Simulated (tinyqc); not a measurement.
# Conduction-band offset of an n-N heterojunction from carrier-profile moments: effects of single changes

Layer 1 (x < 0) accumulates electrons and layer 2 (x > 0) is depleted. Boltzmann statistics. The bands bend down by V1 in layer 1 and up by V2 in layer 2, with V1 + V2 = VD = dE + Vt ln[(N2/Nc2)/(N1/Nc1)].

Values chosen for this exercise; values of the order of III-V alloys: temperature T = 300 K; relative permittivity of both layers eps_r = 12.4; density of states of the narrow-gap layer 1 Nc1 = 7.8e17 cm^-3; density of states of the wide-gap layer 2 Nc2 = 1.4e18 cm^-3; conduction-band offset dE = 0.11 eV; donor density in layer 1 N1 = 1.6e16 cm^-3; donor density in layer 2 N2 = 6.9e16 cm^-3; fixed charge at the interface si = 2.9e10 cm^-2.

Constants: q = 1.602176634e-19 C, kB = 1.380649e-23 J/K, Vt = kB T/q, eps0 = 8.8541878128e-14 F/cm where lengths are in cm. Results are converted to the units shown.

Each table varies one quantity; the others keep the values above.

## An error in the interface position

A C-V profile smears n(x) but keeps its zeroth and first moments: si = -int (N - n) dx, VD = (q/(eps0 eps_r)) int (N - n) x dx, dE = VD - Vt ln[(N2/Nc2)/(N1/Nc1)]. With the step of N placed at xi and the moment taken about xi, VD changes by (q/(eps0 eps_r)) [si xi + (N2 - N1) xi^2/2] and si by (N2 - N1) xi.

Results:
```
xi (nm)	error of si (cm^-2)	error of dE (meV)
-30	-1.590e11	22.11
-22.5	-1.192e11	10.06
-15	-7.950e10	2.353
-7.5	-3.975e10	-0.9987
0	0	0
7.5	3.975e10	5.349
15	7.950e10	15.05
30	1.590e11	47.50
```

Estimate the missing row, xi = 22.5 nm.

Computed row:
```
xi (nm)	error of si (cm^-2)	error of dE (meV)
22.5	1.192e11	29.10
```

With this row back in the table: Among the rows the error of dE lies between -0.999 and 47.5 meV, with a linear part from si; the error of si is linear, 5.30e9 cm^-2 a nanometre.

## Effect of the doping of the wide-gap layer

Sheet densities from the first integral: Q1 = sqrt((2 eps0 eps_r Vt N1/q)(exp(u1) - u1 - 1)) extra electrons, Q2 = sqrt((2 eps0 eps_r Vt N2/q)(exp(-u2) + u2 - 1)) missing ones, u = V/Vt; neutrality Q1 = Q2 + si.

Effect of the doping of the wide-gap layer:
```
N2 (cm^-3)	VD (V)	V1 (V)	Q1 (cm^-2)	n(0-)/Nc1
5.5e15	0.06727	0.02712	6.760e10	0.05857
1e16	0.08273	0.03405	8.956e10	0.07655
1.9e16	0.09932	0.04310	1.221e11	0.1087
3.4e16	0.1144	0.05273	1.624e11	0.1577
6.4e16	0.1307	0.06458	2.216e11	0.2494
1.2e17	0.1470	0.07756	3.020e11	0.4121
2.2e17	0.1626	0.09098	4.071e11	0.6925
```

Q1 rises from 6.76e10 to 4.07e11 cm^-2, as N2^(0.49) over the table, while VD grows by Vt ln 10 a decade and the share V1/VD rises from 0.403 to 0.559. For N2 = 2.2e17 n(0-) nears or passes Nc1, where degeneracy and quantisation lower Q1.

tinyqc, about 0.08 s, one thread, Intel Xeon 2.30GHz (shared host): `OMP_NUM_THREADS=1 python tinyqc.py 2410152 2410153 out.jsonl`
